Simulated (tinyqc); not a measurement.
Inside a calculation: two-band massive Dirac model of the K valleys. Values are carried at full precision from step to step, so a last printed digit may differ when a step is redone from the rounded ones.

Basis (conduction, valence): H = [[D/2, a t (tau kx - i ky)], [a t (tau kx + i ky), -D/2 + lam tau sz]], valley tau = +/-1, spin sz = +/-1. The gap of a spin and valley is G = D - lam tau sz. Berry curvature Omega = curl of i<u|grad u>; for the conduction band Omega_c = -tau 2 a^2 t^2 G/(G^2 + 4 a^2 t^2 k^2)^(3/2), and Omega_v = -Omega_c.

Constants: hbar^2/2m0 = 3.80998211 eV angstrom^2.

Parameters, chosen for this exercise (near those used for monolayer MoSe2; not measured data):
- a = 3.308 angstrom (lattice constant)
- D = 1.4 eV (gap parameter)
- t = 0.93 eV (effective hopping)
- lam = 0.103 eV (half the valence spin splitting)
- tau = -1 (valley)
- sz = 1 (spin)
- k = (-0.082, 0.038) 1/angstrom (wave vector from the valley)
- h = 0.02 1/angstrom (side of the plaquette)

## Band edges of the four flavours

At k = 0: Ec = D/2, Ev = -D/2 + lam tau sz; mass m/m0 = c G/(a t)^2 for both bands, c = hbar^2/2m0; Omega_c(0) = -2 tau a^2 t^2/G^2.

Edges:
```
tau  sz  Ec (eV)  Ev (eV)  G (eV)  mass (m0)  Omega_c (angstrom^2)
1     1   0.7000  -0.5970  1.2970     0.5221               -11.252
1    -1   0.7000  -0.8030  1.5030     0.6050                -8.379
-1    1   0.7000  -0.8030  1.5030     0.6050                 8.379
-1   -1   0.7000  -0.5970  1.2970     0.5221                11.252
```

The top of the valence band has spin up at tau = +1 and spin down at tau = -1: spin and valley are locked, with 206 meV between the two valence bands (A and B transitions at 1.297 and 1.503 eV, without exciton binding).

## H at one k

Fill in the matrix and diagonalise: E = lam tau sz/2 -/+ sqrt(G^2/4 + a^2 t^2 k^2).

H (eV):
```
                c               v
c          0.7000  0.2523-0.1169i
v  0.2523+0.1169i         -0.8030
```

levels (eV): -0.8528  0.7498

cos(theta) = G/(E+ - E-) = 0.9379

## Curvature, orbital moment and circular dichroism

Omega_c from the formula; orbital moment of both bands m = -tau (a t)^2 G/(c (G^2 + 4 a^2 t^2 k^2)) in Bohr magnetons (charge -e), c = hbar^2/2m0; interband strengths |P+/-|^2 proportional to (1 +/- tau cos(theta))^2 for P+/- = Px +/- i Py, and eta = (|P+|^2 - |P-|^2)/(|P+|^2 + |P-|^2) = 2 tau cos(theta)/(1 + cos^2(theta)).

Omega_c = 6.912 angstrom^2
orbital moment = 1.454 muB
eta = -0.9979

All three change sign with the valley. The selection rule, exact at k = 0, still holds to 99.8 % here.

## The curvature from a plaquette

Corners counter-clockwise around k, from (-h/2, -h/2); upper eigenvector u with its first component real and positive; Omega = -(sum of arg <u_j|u_(j+1)>)/h^2.

Corners:
```
j       kx      ky      u_c               u_v  arg <u_j|u_j+1> (rad)
1  -0.0920  0.0280  0.98247  0.17835+0.05428i               0.002145
2  -0.0720  0.0280  0.98830  0.14218+0.05529i               0.005571
3  -0.0720  0.0480  0.98555  0.14095+0.09397i              -0.003616
4  -0.0920  0.0480  0.97990  0.17688+0.09228i              -0.006863
```

Omega_c from the plaquette = 6.905 angstrom^2

The formula at the centre gives 6.912; the plaquette averages over its area.

## Checks

- Curvature formula against a plaquette of side 1e-4: both 6.9125.
- Eta against the matrix elements of dH/dkx +/- i dH/dky: both -0.99795.

(tinyqc, `OMP_NUM_THREADS=1 python tinyqc.py 1450787 1450788 out.jsonl`, Intel(R) Xeon(R) Processor @ 2.30GHz, 1 thread, shared host, about 0.01 s.)
